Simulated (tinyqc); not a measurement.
# Silicon n-p-n transistor, Gummel numbers and transit times: two studies

One-dimensional n-p-n transistor in the forward active mode at low injection. In the base p(x) = NB exp(-eta x/wb) and ni(x)^2 = ni^2 exp((g0 + g1 x/wb)/Vt); electrons leave the base at vsat; band spikes at the emitter junction and recombination inside the emitter are ignored.

Values chosen for this exercise; band and dielectric values close to those of silicon: temperature T = 300 K; band gap Eg = 1.1 eV; relative permittivity eps_r = 11.7; conduction-band density of states at T Nc = 2.75e19 cm^-3; valence-band density of states at T Nv = 2.68e19 cm^-3; saturation velocity vsat = 1.01e7 cm/s; neutral base width wb = 140 nm; base doping at the emitter edge NB = 7.3e17 cm^-3; doping falls as exp(-eta x/wb) eta = 0; gap reduction at the emitter edge of the base g0 = 0 eV; further gap reduction across the base (linear) g1 = 0 eV; electron diffusion coefficient in the base Dn = 11 cm^2/s; emitter doping NE = 3.3e19 cm^-3; gap reduction in the emitter (negative: wider gap) gE = 0.077 eV; neutral emitter width we = 76 nm; hole diffusion coefficient in the emitter Dp = 1.5 cm^2/s; recombination velocity at the emitter contact Se = 30000 cm/s; electron lifetime in the base tb = 3e-7 s; collector doping NC = 2.8e16 cm^-3; collector-base reverse bias VCB = 0.4 V; emitter junction capacitance Cj = 1.8 fF/um^2; emitter plus collector resistance Rc = 9.4 ohm um^2; hole mobility in the base mp = 89 cm^2/(V s).

Constants: q = 1.602176634e-19 C, kB = 1.380649e-23 J/K, Vt = kB T/q, eps0 = 8.8541878128e-14 F/cm where lengths are in cm. Results are converted to the units shown.

Each table varies one quantity; the others keep the values above.

## Cut-off frequency against collector current

f(x) = p(x) ni^2/ni(x)^2; I(x) = integral from x to wb of f/Dn, plus f(wb)/vsat; base Gummel number GB = I(0); electron density per unit flux n/(J/q) = I/f; base transit time tauB = integral of I/f over the base. ni = sqrt(Nc Nv) exp(-Eg/(2 Vt)), Eg in volts; JC = J0 exp(VBE/Vt), J0 = q ni^2/GB; collector layer one-sided, Wc = sqrt(2 eps0 eps_r (Vbc + VCB)/(q NC)), Vbc = Vt ln(NB exp(-eta) NC/ni^2), Cjc = eps0 eps_r/Wc, tauC = Wc/(2 vsat). Delay 1/(2 pi fT) = tauE + tauB + tauC + tauR with tauE = Vt (Cj + Cjc)/JC and tauR = Rc Cjc. Charge stored in the emitter is left out. The Kirk effect, also left out, sets in near JC = q NC vsat. n(0) = (JC/q) I(0)/f(0).

The same in every row: tauB (ps) = 10.30; tauC (ps) = 1.179; tauR (ps) = 0.004088.

Cut-off frequency against collector current:
```
JC (mA/um^2)	VBE (V)	tauE (ps)	fT (GHz)	JC/(q NC vsat)	n(0)/NB
0.0014	0.7473	41.27	3.017	0.003090	0.001642
0.0029	0.7661	19.92	5.068	0.006400	0.003401
0.0059	0.7845	9.793	7.482	0.01302	0.006920
0.012	0.8028	4.815	9.768	0.02648	0.01407
0.025	0.8218	2.311	11.54	0.05518	0.02932
0.05	0.8397	1.156	12.60	0.1104	0.05864
0.1	0.8576	0.5778	13.20	0.2207	0.1173
0.21	0.8768	0.2751	13.54	0.4635	0.2463
0.43	0.8953	0.1344	13.70	0.9490	0.5043
```

Read the table: what changes, and by how much?

fT rises from 3.02 to 13.7 GHz as the charging time falls as 1/JC; its limit for vanishing tauE is 13.9 GHz, of which the largest delay is tauB (89.7 %). tauE equals the other delays together at JC = 0.00503 mA/um^2. For JC = 0.43 JC nears or passes q NC vsat, where base push-out would lower fT. For JC = 0.21, 0.43 the electron density at the emitter edge exceeds a fifth of NB, beyond low injection.

## Effect of the base doping at the emitter edge

ni = sqrt(Nc Nv) exp(-Eg/(2 Vt)), Eg in volts; GE = NE exp(-gE/Vt)(we/Dp + 1/Se); JC = J0 exp(VBE/Vt), J0 = q ni^2/GB; gain limited by back injection GE/GB, by base recombination tb/tauB, together 1/beta = the sum of the inverses; collector layer one-sided, Wc = sqrt(2 eps0 eps_r (Vbc + VCB)/(q NC)), Vbc = Vt ln(p(wb) NC/ni^2), Cjc = eps0 eps_r/Wc; Early voltage VA = GB q p(wb)/(f(wb) Cjc [1/Dn - (eta + g1/Vt)/(wb vsat)]), f(wb) = p(wb) exp(-(g0 + g1)/Vt), p(wb) = NB exp(-eta); tauC = Wc/(2 vsat). Peak fT here means 1/(2 pi (tauB + tauC + Rc Cjc)); base sheet resistance 1/(q mp times the integral of p).

The same in every row: tb/tauB = 2.914e4; tauB (ps) = 10.30.

Results:
```
NB (cm^-3)	GB (s/cm^4)	GE/GB	beta	VA (V)	tauC (ps)	peak fT (GHz)	base sheet resistance (kohm)
9.1e16	1.248e11	516.4	507.4	4.947	1.153	13.90	55.05
1.5e17	2.058e11	313.3	310.0	8.199	1.160	13.89	33.39
2.6e17	3.567e11	180.7	179.6	14.30	1.166	13.88	19.27
4.4e17	6.036e11	106.8	106.4	24.33	1.173	13.87	11.38
7.5e17	1.029e12	62.66	62.52	41.71	1.180	13.86	6.679
2.2e18	3.018e12	21.36	21.34	123.7	1.193	13.85	2.277
3.6e18	4.938e12	13.05	13.05	203.5	1.199	13.84	1.391
```

Estimate the missing row, NB = 1.3e18 cm^-3.

Computed row:
```
NB (cm^-3)	GB (s/cm^4)	GE/GB	beta	VA (V)	tauC (ps)	peak fT (GHz)	base sheet resistance (kohm)
1.3e18	1.783e12	36.15	36.10	72.71	1.186	13.86	3.853
```

With this row back in the table: As NB goes from 9.1e16 to 3.6e18, beta falls from 507 to 13.0, VA rises from 4.95 to 203 V, the peak fT stays near 13.9 GHz and the base sheet resistance falls from 55.0 to 1.39 kohm. The product beta VA changes by a factor of 1.06. Back injection limits the gain in every row. For NB = 9.1e16, 1.5e17, 2.6e17 the collector doping exceeds a tenth of the base doping at that edge, so the one-sided formulas are rough.

Range of the model: Heavy doping makes emitter or base degenerate; gE and g0 are to be read as apparent gap changes that include this.

Program tinyqc, `OMP_NUM_THREADS=1 python tinyqc.py 2320141 2320142 out.jsonl`; Intel Xeon 2.30GHz, shared host, one thread, about 0.01 s.
